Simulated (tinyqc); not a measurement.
Inside a calculation. Method: one-electron ion in a basis of Gaussians. One step of it, computed by the program tinyqc.

Task: Matrices over normalised Gaussians. With p = a_i + a_j and I(k) = Gamma((k+1)/2) / (2 p^((k+1)/2)): S = I(2l+2), T = (2l+3) a_i a_j S / p, V = -Z I(2l+1), each divided by sqrt(S_ii S_jj).

exponents of r^l exp(-a r^2) (1/bohr^2): 0.014200  0.020270  0.028930  0.041300  0.058950  0.084150

Z = 2

l = 2

Give: S; T; V.

Result:

S:
```
        1       2       3       4       5       6
1  1.0000  0.9464  0.8049  0.6209  0.4403  0.2912
2  0.9464  1.0000  0.9464  0.8049  0.6209  0.4403
3  0.8049  0.9464  1.0000  0.9463  0.8048  0.6208
4  0.6209  0.8049  0.9463  1.0000  0.9464  0.8049
5  0.4403  0.6209  0.8048  0.9464  1.0000  0.9464
6  0.2912  0.4403  0.6208  0.8049  0.9464  1.0000
```

T (hartree):
```
        1       2       3       4       5       6
1  0.0497  0.0553  0.0537  0.0459  0.0353  0.0248
2  0.0553  0.0709  0.0790  0.0766  0.0656  0.0503
3  0.0537  0.0790  0.1013  0.1127  0.1093  0.0936
4  0.0459  0.0766  0.1127  0.1446  0.1609  0.1561
5  0.0353  0.0656  0.1093  0.1609  0.2063  0.2296
6  0.0248  0.0503  0.0936  0.1561  0.2296  0.2945
```

V (hartree):
```
         1        2        3        4        5        6
1  -0.2028  -0.2115  -0.2012  -0.1760  -0.1433  -0.1099
2  -0.2115  -0.2423  -0.2527  -0.2404  -0.2103  -0.1712
3  -0.2012  -0.2527  -0.2895  -0.3019  -0.2872  -0.2513
4  -0.1760  -0.2404  -0.3019  -0.3459  -0.3607  -0.3431
5  -0.1433  -0.2103  -0.2872  -0.3607  -0.4133  -0.4309
6  -0.1099  -0.1712  -0.2513  -0.3431  -0.4309  -0.4938
```
